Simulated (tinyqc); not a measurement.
A spin-degenerate level with charging energy between two leads, rate equations: one step of the calculation.

States 0, up, down and 2 with energies 0, e1 - Ez/2, e1 + Ez/2 and 2 e1 + U. mu_L = +V/2, mu_R = -V/2 (meV), f(x) = 1/(1 + exp(x/kB T)). A transition that adds one electron of given spin at the energy E has the rate G f(E - mu) from each lead, and its reverse G [1 - f(E - mu)]. I counts electrons leaving the left lead, times q.

Task. Rate matrix. dp/dt = W p; W_ji is the rate from state i to j, and each column sums to zero.

Values chosen for this exercise: tunnel rate to the left lead GL = 3.3 1/ns; tunnel rate to the right lead GR = 0.21 1/ns.

```
transition	fL	fR (1e-7)
0-up	0.79513988	8.1238458
0-down	0.79513988	8.1238458
up-2	0.00000435	0.0000091
down-2	0.00000435	0.0000091
```

Wanted: W.

Result.

W (1/ns):
```
	0	up	down	2
0	-5.2479	0.8860	0.8860	0.0000
up	2.6240	-0.8861	0.0000	3.5100
down	2.6240	0.0000	-0.8861	3.5100
2	0.0000	0.0000	0.0000	-7.0200
```

Range of the model: Rate equations need hbar G well below kB T; cotunnelling and the Kondo effect are left out.

tinyqc, about 0.01 s, one thread, Intel Xeon 2.30GHz (shared host): `OMP_NUM_THREADS=1 python tinyqc.py 2780023 2780024 out.jsonl`
